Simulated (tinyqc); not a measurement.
# Changing the effective mass m

Model: effective-mass impurity with a central-cell term, in a basis of Slater functions. Computed by tinyqc, a small Python program. Command: `OMP_NUM_THREADS=1 python tinyqc.py 3009616 3009617 out.jsonl centralcell sweep`. One thread of a shared host (Intel(R) Xeon(R) Processor @ 2.30GHz), about 0.01 s of CPU time with the checks.

The envelope obeys H = -nabla^2 - (2/r) [Z + A exp(-kappa r)] in effective units, with kappa = a*/lambda; positive A deepens the well near the core.

Inputs (values chosen for the exercise, with screening close to that of GaSb):

| quantity | value | unit |
|---|---|---|
| dielectric constant eps | 16 | - |
| charge Z of the core | 2 | - |
| central-cell strength A | 9 | - |
| central-cell range lambda | 1.2 | angstrom |

Impurity: acceptor, one isotropic band.

Constants: Ry = 13.605693123 eV; a_0 = 0.529177210903 angstrom.

Method:
- Units: Ry* = Ry m/eps^2 and a* = a_0 eps/m, with m in m_0.
- kappa = a*/lambda; the hydrogenic ground state is bound by Z^2 Ry*.
- For s functions exp(-zeta r), with s = zeta_i + zeta_j: S = 2/s^3, T = zeta_i zeta_j S, V = -2 Z/s^2, W = -2 A/(s + kappa)^2; each function is normalised by dividing by sqrt(S_ii S_jj).
- Large basis: zeta_i = 0.06 x 1.6^(i-1), i = 1..22, same formulas; for p functions r exp(-zeta r): S = 24/s^5, T = zeta_i zeta_j S (centrifugal term included), V = -12 Z/s^4, W = -12 A/(s + kappa)^4; overlap eigenvalues below 1e-11 are dropped.
- Binding energies are -E Ry*; the effective quantum number is nu = Z/sqrt(-E); |psi(0)|^2 is given relative to the hydrogenic Z^3/(pi a*^3).

One run for each value:

| effective mass m (m_0) | 1s binding energy (meV) | hydrogenic binding energy (meV) | 2p binding energy (meV) | relative \|psi(0)\|^2 | a* (angstrom) |
|---|---|---|---|---|---|
| 0.073 | 15.77 | 15.52 | 3.880 | 1.558 | 115.98 |
| 0.098 | 21.46 | 20.83 | 5.208 | 1.863 | 86.40 |
| 0.130 | 29.17 | 27.64 | 6.909 | 2.381 | 65.13 |
| 0.180 | 42.73 | 38.27 | 9.567 | 3.615 | 47.04 |
| 0.240 | 63.26 | 51.02 | 12.757 | 6.232 | 35.28 |
| 0.320 | 104.57 | 68.03 | 17.015 | 13.127 | 26.46 |
| 0.430 | 212.80 | 91.41 | 22.884 | 31.297 | 19.69 |
| 0.580 | 507.53 | 123.30 | 30.950 | 63.041 | 14.60 |

Describe and explain the trends.

Over the rows, 1s binding energy (meV) rises from 15.8 to 508 (exponent d ln y / d ln x 1.0 between the first rows and 2.9 between the last); hydrogenic binding energy (meV) rises from 15.5 to 123 (exponent d ln y / d ln x about 1.0 throughout); 2p binding energy (meV) rises from 3.88 to 31.0 (exponent d ln y / d ln x about 1.0 throughout). At the low end the exponent of 1s binding energy is 1.05, close to 1: the central cell is a small correction. The exponent of 2p binding energy stays between 1.00 and 1.01, near 1: a hydrogenic level scales as m/eps^2. The exponent of a* stays at -1: a* = a_0 eps/m. The ratio of 1s to its hydrogenic value goes from 1.016 to 4.116: a heavier carrier has a smaller orbit and feels the core more.

Caution (rows 0.240, 0.320, 0.430, 0.580): the density at the core is many times hydrogenic, so the result hangs on the model potential inside one cell, where the envelope picture is weak. Caution (rows 0.580): the effective Bohr radius is only a few bond lengths, so the envelope approximation is rough. Caution (rows 0.580): the level is several times deeper than hydrogenic: it draws on many bands and is no longer an effective-mass state.

Extremes, crossings and ranges named in words are read from the listed rows.
